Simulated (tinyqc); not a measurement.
# Surface potential of a MOS transistor: implicit equation and explicit approximations: accuracy of the approximations against gate voltage

p-type body, charge-sheet picture, depletion and inversion only, full ionisation (an idealisation for deep acceptors), Boltzmann statistics (rough once Na exp(x - xn) passes about Nc/7). In units of Vt: xg = (Vg - Vfb)/Vt, x = psi/Vt, G = gamma/sqrt(Vt), xn = (2 phiF + Vc)/Vt. The implicit equation is (xg - x)^2 = G^2 [x - 1 + exp(x - xn)] for x above about 3. Cox = eps0 eox/tox.

ni = sqrt(Nc Nv) exp(-Eg/(2 Vt)), Eg in volts; phiF = Vt ln(Na/ni); gamma = sqrt(2 q eps0 eps_r Na)/Cox; VT = Vfb + Vt (xn + G sqrt(xn - 1)). Depletion value a = 1 + [sqrt(G^2/4 + xg - 1) - G/2]^2; inversion value b = xn + ln[(xg - xn)^2/G^2 - xn + 1] and first guess y = min(a, b) - ln(1 + exp(-|a - b|)) if a > xn + 1, else b = y = a; one second-order correction with D = exp(y - xn), p = 2 (xg - y) + G^2 (1 + D), w = (xg - y)^2 - G^2 (y - 1 + D): z = y + 2 w/(p + sqrt(p^2 - 2 (2 - G^2 D) w)), or the Newton step z = y + w/p where the root is not real. N_inv = (Cox Vt G/q) [sqrt(x - 1 + exp(x - xn)) - sqrt(x - 1)] at the root. Lambert form (Cox m Vt/q) W0[(G/(2 m sqrt(xn - 1))) exp((Vg - VT)/(m Vt))], m = 1 + G/(2 sqrt(xn - 1)). Errors under 1e-4 mV, and the linear form below VT, are printed as 0.

Values chosen for this exercise; band and dielectric values close to those of silicon:
- T = 350 K (temperature)
- Eg = 1.11 eV (band gap)
- eps_r = 11.9 (relative permittivity)
- Nc = 3.53e19 cm^-3 (conduction-band density of states at T)
- Nv = 3.34e19 cm^-3 (valence-band density of states at T)
- eox = 3.9 (relative permittivity of the gate insulator (close to silicon dioxide))
- tox = 1.2 nm (insulator thickness)
- Na = 1.8e16 cm^-3 (acceptor density)
- Vfb = -0.84 V (flat-band voltage)
- Vc = 0.5 V (channel-body voltage)

Constants: q = 1.602176634e-19 C, kB = 1.380649e-23 J/K, Vt = kB T/q, eps0 = 8.8541878128e-14 F/cm where lengths are in cm. Results are converted to the units shown.

Result of one run:
```
psi (V)	x - xn	error of y (mV)	error of z (mV)	N_inv (cm^-2)	Cox (Vg - VT)/q (cm^-2)	Lambert form (cm^-2)
1.3798	7.4760	45.6	20.6	3.0297e12	7.1289e12	3.6849e12
```

Which gate-body voltage Vg gave this result: 0.14, 0.34, 0.74 or 0.94 V?

Vg = 0.74 V.

The whole series:
```
Vg (V)	psi (V)	x - xn	error of y (mV)	error of z (mV)	N_inv (cm^-2)	Cox (Vg - VT)/q (cm^-2)	Lambert form (cm^-2)
-0.06	0.75691	-13.178	0	0	16286	0	12860
0.14	0.95396	-6.6443	5.46e-4	0	9.9356e6	0	8.9698e6
0.34	1.1510	-0.11207	0.339	0	6.1592e9	0	6.1864e9
0.54	1.3104	5.1733	31.1	7.42	6.9978e11	3.5368e12	8.7906e11
0.74	1.3798	7.4760	45.6	20.6	3.0297e12	7.1289e12	3.6849e12
0.94	1.4164	8.6874	32.9	12.2	5.9581e12	1.0721e13	6.9305e12
1.14	1.4403	9.4812	25.7	8.02	9.1153e12	1.4313e13	1.0305e13
1.34	1.4579	10.065	21.2	-6.33	1.2388e13	1.7905e13	1.3739e13
1.54	1.4718	10.525	18.1	-2.37	1.5728e13	2.1497e13	1.7208e13
```

psi rises from 0.757 to 1.47 V and ends 11 Vt above 2 phiF + Vc. Among the rows the first guess is off by at most 46 mV (at Vg = 0.74 V) and the corrected value by at most 21 mV. In the last row the linear form is 37 % above N_inv and the Lambert form 9.4 % above it; in the first row the Lambert form is 21 % below it. For Vg = 0.74, 0.94, 1.14, 1.34, 1.54 the electron quasi-Fermi level lies less than 2 Vt below the band edge at the surface, or above it, where degeneracy and confinement, left out, matter.

Computed by the program tinyqc: `OMP_NUM_THREADS=1 python tinyqc.py 2122197 2122198 out.jsonl`, one thread of a shared Intel Xeon 2.30GHz, about 0.01 s for the whole run.
